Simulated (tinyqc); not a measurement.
# Field from the transmission

Question. The left lead has its band edge at 0; for x > 0 the edge falls without end, U(x) = U0 - F x, with mass m1. No transverse momentum; C = hbar^2/(2 m0); psi and psi'/m are continuous at x = 0. The outgoing solution is Bi(z) + i Ai(z). Energy scale e = (C F^2/m1)^(1/3), z(x) = (U(x) - E)/e, s = (dz/dx)/m1 = -F/(e m1); v = k/m in a lead. With the Airy functions at z = z(0): g = s (Bi' + i Ai')/(Bi + i Ai), r = (i vL - g)/(i vL + g), T(E) = 1 - |r|^2 = 4 vL Im(g)/|i vL + g|^2, vL = sqrt(mL E/C)/mL. Find F, known to lie between 0.28 and 4.4 V/nm, and z(0).

Parameters, values chosen for the exercise: mass in the left lead mL = 0.37 m0; barrier edge at x = 0 U0 = 2.43 eV; mass in the barrier m1 = 0.48 m0; electron energy E = 0.41 eV.

Constants: q = 1.602176634e-19 C, hbar = 1.054571817e-34 J s, m0 = 9.1093837015e-31 kg, hbar^2/(2 m0) = 0.0380998212 eV nm^2. Results are converted to the units shown.

T(E) = 7.1773179e-6

Answer. Over that range T(E) rises steadily with F, so there is one root, found by bisection.

F = 1.10 V/nm
z(0) = 4.41

Numbers from tinyqc (`OMP_NUM_THREADS=1 python tinyqc.py 2580042 2580043 out.jsonl`; about 0.01 s on one thread of a shared Intel Xeon 2.30GHz).
